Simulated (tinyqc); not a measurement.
# Inputs raised by 2 %, one at a time

Model: bias-temperature instability from a Gaussian distribution of capture and emission barriers. Computed by tinyqc, a small Python program. Command: `OMP_NUM_THREADS=1 python tinyqc.py 3003396 3003397 out.jsonl bti sens`. One thread of a shared host (Intel(R) Xeon(R) Processor @ 2.30GHz), about 0.02 s of CPU time with the checks.

Each trap has a capture time tau_0 exp(E_c/(k_B T)) under stress and an emission time tau_0 exp(E_e/(k_B T)) after it. E_c is Gaussian, and E_e = E_c + d with d Gaussian and independent. A trap counts as filled once t_s exceeds its capture time and as emptied once t_r exceeds its emission time.

Inputs (values chosen for the exercise, for a model p-channel transistor):

| quantity | value | unit |
|---|---|---|
| shift with all traps filled V_max | 190 | mV |
| mean capture barrier at zero field mu_c | 1.66 | eV |
| spread of capture barriers sigma_c | 0.31 | eV |
| lowering of mu_c per field k_F | 0.069 | eV/(MV/cm) |
| oxide field F | 6.2 | MV/cm |
| mean of E_e - E_c at the stress field, delta | -0.33 | eV |
| spread of E_e - E_c, sigma_d | 0.25 | eV |
| time constant tau_0 | 7e-10 | s |
| temperature T | 175 | C |
| stress time t_s | 20000 | s |
| recovery time t_r | 0.0004 | s |

Constants: k_B = 8.617333262e-05 eV/K.

Method:
- Demarcation energies E_s = k_B T ln(t_s/tau_0), E_r = k_B T ln(t_r/tau_0); mean barrier mu = mu_c - k_F F; z = (E_s - mu)/sigma_c; Phi is the standard normal distribution.
- Temperatures in kelvin are T(C) + 273.15.
- Shift without recovery dV0 = V_max Phi(z); local time exponent n = d ln dV0/d ln t_s = (k_B T/sigma_c) exp(-z^2/2)/(sqrt(2 pi) Phi(z)); apparent activation energy n E_s.
- Remaining shift dV = V_max int_(-infinity)^(E_s) g(E_c) [1 - Phi((E_r - E_c - delta)/sigma_d)] dE_c, g the Gaussian density of E_c (Gauss-Legendre, 120 points over 7 sigma_c below E_s).

Runs:

| input moved | from | to | time exponent n | remaining shift dV (mV) | remaining share dV/dV0 | apparent activation energy (eV) |
|---|---|---|---|---|---|---|
| base run | - | - | 0.10870 | 57.261 | 0.66352 | 0.13006 |
| shift with all traps filled V_max (mV) | 190 | 193.8 | 0.10870 | 58.406 | 0.66352 | 0.13006 |
| mean capture barrier at zero field mu_c (eV) | 1.66 | 1.6932 | 0.11766 | 53.039 | 0.67739 | 0.14078 |
| oxide field F (MV/cm) | 6.2 | 6.324 | 0.10643 | 58.313 | 0.65980 | 0.12735 |
| mean of E_e - E_c at the stress field, delta (eV) | -0.33 | -0.3366 | 0.10870 | 56.598 | 0.65583 | 0.13006 |
| stress time t_s (s) | 20000 | 20400 | 0.10849 | 57.432 | 0.66407 | 0.12990 |
| recovery time t_r (s) | 0.0004 | 0.000408 | 0.10870 | 57.184 | 0.66263 | 0.13006 |

Exponents ln(y'/y) / ln(x'/x):

| input | time exponent n | remaining shift dV | remaining share dV/dV0 | apparent activation energy |
|---|---|---|---|---|
| shift with all traps filled V_max | 0.000 | 1.000 | 0.000 | 0.000 |
| mean capture barrier at zero field mu_c | 4.001 | -3.868 | 1.045 | 4.001 |
| oxide field F | -1.062 | 0.920 | -0.284 | -1.062 |
| mean of E_e - E_c at the stress field, delta | 0.000 | -0.588 | -0.588 | 0.000 |
| stress time t_s | -0.094 | 0.151 | 0.042 | -0.062 |
| recovery time t_r | 0.000 | -0.068 | -0.068 | 0.000 |

Which inputs matter most for each result?

Among the inputs moved here: time exponent n answers most in size to mean capture barrier at zero field mu_c (exponent +4.001), next to oxide field F (-1.062); its exponent is below 0.0005 for shift with all traps filled V_max, mean of E_e - E_c at the stress field, delta, recovery time t_r. Its exponent 0.000 in shift with all traps filled V_max: the exponent is a shape. Remaining shift dV answers most in size to mean capture barrier at zero field mu_c (exponent -3.868), next to shift with all traps filled V_max (+1.000). Remaining share dV/dV0 answers most in size to mean capture barrier at zero field mu_c (exponent +1.045), next to mean of E_e - E_c at the stress field, delta (-0.588); its exponent is below 0.0005 for shift with all traps filled V_max. Apparent activation energy answers most in size to mean capture barrier at zero field mu_c (exponent +4.001), next to oxide field F (-1.062); its exponent is below 0.0005 for shift with all traps filled V_max, mean of E_e - E_c at the stress field, delta, recovery time t_r.
